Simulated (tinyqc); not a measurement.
Field length and prefactor from two substrate currents.

Problem. For Em = (Vd - Vdsat)/l, Isub/Id = (Ai/Bi)(Vd - Vdsat) exp(-Bi l/(Vd - Vdsat)), and l = sqrt(3 tox xj). Find l, Ai and xj.

Parameters, values chosen for the exercise: oxide thickness tox = 4 nm; ionisation field Bi = 1.79 MV/cm.

Isub/Id at Vd - Vdsat = 1.3 and 1.8 V: 0.0239966142  0.103865397

Solution. ln[Isub/(Id (Vd - Vdsat))] is linear in 1/(Vd - Vdsat) with slope -Bi l.

l = 29.80 nm
Ai = 2.000e6 1/cm
xj = 74.00 nm

Program tinyqc, `OMP_NUM_THREADS=1 python tinyqc.py 2550081 2550082 out.jsonl`; Intel Xeon 2.30GHz, shared host, one thread, about 0.01 s.
